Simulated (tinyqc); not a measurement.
# Ground and coupling capacitance from two measurements

Inverse problem. A line has Cg to the planes and Cc to each of two neighbours. Find Cg, Cc, the load when both neighbours switch in antiphase, and the pulse on the line when it floats and both neighbours swing by Vx.

Parameters, values chosen for the exercise:
- Vx = 0.8 V (swing)

capacitance with neighbours driven alike and with neighbours grounded (aF/um): 86  200

Solution. Driven alike, Cc carries no charge, which leaves Cg; grounded neighbours give Cg + 2 Cc, antiphase Cg + 4 Cc; a floating line divides the swing as 2 Cc/(Cg + 2 Cc).

Cg = 86.00 aF/um
Cc = 57.00 aF/um
load in antiphase = 314.0 aF/um
pulse = 0.4560 V

Program tinyqc, `OMP_NUM_THREADS=1 python tinyqc.py 2790125 2790126 out.jsonl`; Intel Xeon 2.30GHz, shared host, one thread, about 1 s.
